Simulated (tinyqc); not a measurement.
CIS on RHF in the 6-311g basis, for H2, spin multiplicity 1, step by step. One step of it, computed by the program tinyqc.

Problem. CIS matrix, singlets. A(ia,jb) = (e_a - e_i) d_ij d_ab + 2 (ia|jb) - (ij|ab).

orbital energies (hartree): MO1 -0.528587, MO2 0.124090, MO3 0.327414, MO4 0.553232, MO5 2.538213, MO6 2.650490

Two-electron integrals over orbitals (pq|rs), unique and non-zero (hartree):
```
(11|11) 0.571002    (21|21) 0.072637    (22|11) 0.369700    (22|22) 0.316690
(31|11) -0.120213   (31|22) -0.039127   (31|31) 0.054066    (32|21) 0.013345
(32|32) 0.029787    (33|11) 0.355832    (33|22) 0.281261    (33|31) -0.039363
(33|33) 0.281287    (41|21) -0.074636   (41|32) 0.008654    (41|41) 0.096179
(42|11) -0.140160   (42|22) -0.060352   (42|31) 0.048540    (42|33) -0.051916
(42|42) 0.065451    (43|21) 0.050489    (43|32) 0.014026    (43|41) -0.050163
(43|43) 0.042011    (44|11) 0.455740    (44|22) 0.335460    (44|31) -0.080379
(44|33) 0.306410    (44|42) -0.101838   (44|44) 0.395541    (51|21) -0.028680
(51|32) 0.019816    (51|41) 0.054186    (51|43) -0.028463   (51|51) 0.074700
(52|11) -0.029417   (52|22) 0.005525    (52|31) 0.024657    (52|33) -0.005770
(52|42) 0.012527    (52|44) -0.019781   (52|52) 0.029508    (53|21) 0.034268
(53|32) -0.008214   (53|41) -0.048118   (53|43) 0.024214    (53|51) -0.041852
(53|53) 0.031611    (54|11) 0.126585    (54|22) 0.039823    (54|31) -0.057546
(54|33) 0.046096    (54|42) -0.053156   (54|44) 0.089131    (54|52) -0.041192
(54|54) 0.084130    (55|11) 0.597737    (55|22) 0.384212    (55|31) -0.140563
(55|33) 0.361312    (55|42) -0.159415   (55|44) 0.490475    (55|52) -0.062964
(55|54) 0.185384    (55|55) 0.723382    (61|11) -0.061874   (61|22) -0.018370
(61|31) 0.038383    (61|33) -0.018665   (61|42) 0.031819    (61|44) -0.053790
(61|52) 0.038435    (61|54) -0.067296   (61|55) -0.132082   (61|61) 0.070514
(62|21) -0.012223   (62|32) 0.007469    (62|41) 0.023070    (62|43) -0.014928
(62|51) 0.036799    (62|53) -0.018216   (62|62) 0.020489    (63|11) 0.088321
(63|22) 0.038254    (63|31) -0.034839   (63|33) 0.032497    (63|42) -0.037652
(63|44) 0.066126    (63|52) -0.019200   (63|54) 0.048375    (63|55) 0.125130
(63|61) -0.038595   (63|63) 0.032446    (64|21) 0.029469    (64|32) -0.019425
(64|41) -0.052464   (64|43) 0.023799    (64|51) -0.062763   (64|53) 0.038101
(64|62) -0.031423   (64|64) 0.058469    (65|21) 0.114171    (65|32) -0.008827
(65|41) -0.145312   (65|43) 0.085806    (65|51) -0.121152   (65|53) 0.090567
(65|62) -0.057796   (65|64) 0.111412    (65|65) 0.288789    (66|11) 0.595784
(66|22) 0.375460    (66|31) -0.136862   (66|33) 0.361556    (66|42) -0.157121
(66|44) 0.482706    (66|52) -0.061532   (66|54) 0.179514    (66|55) 0.704302
(66|61) -0.118009   (66|63) 0.118603    (66|66) 0.697783
```

Give: CIS matrix A, singlet.

Solution.

CIS matrix A, singlet (hartree), lower triangle:
```
         1>2      1>3      1>4     1>5     1>6
1>2   0.4282
1>3   0.0000   0.6083
1>4  -0.0091   0.0000   0.8184
1>5  -0.0279   0.0000  -0.0182  2.6185
1>6   0.0000  -0.0116   0.0000  0.0000  2.7243
```
